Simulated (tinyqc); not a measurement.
Permittivity and interface capacitance from two thicknesses.

Problem. 1/C = t/(eps0 ek) + 2/ci for planar capacitors that differ only in thickness. Find ek, ci and the EOT of the interfaces, 2 x 3.9 eps0/ci.

Constants: eps0 = 8.8541878128e-14 F/cm where lengths are in cm. Results are converted to the units shown.

C at t = 3.7 and 11 nm (uF/cm^2): 3.9156968  1.4602950

Solution. 1/C is a straight line in t: the slope gives ek and the intercept 2/ci. A single thickness would give only the effective permittivity; when the interfaces are a small part of 1/C, ci needs very accurate data.

ek = 19.2
ci = 53.0 uF/cm^2
EOT of the interfaces = 0.130 nm

Numbers from tinyqc (`OMP_NUM_THREADS=1 python tinyqc.py 2102145 2102146 out.jsonl`; about 0.01 s on one thread of a shared Intel Xeon 2.30GHz).
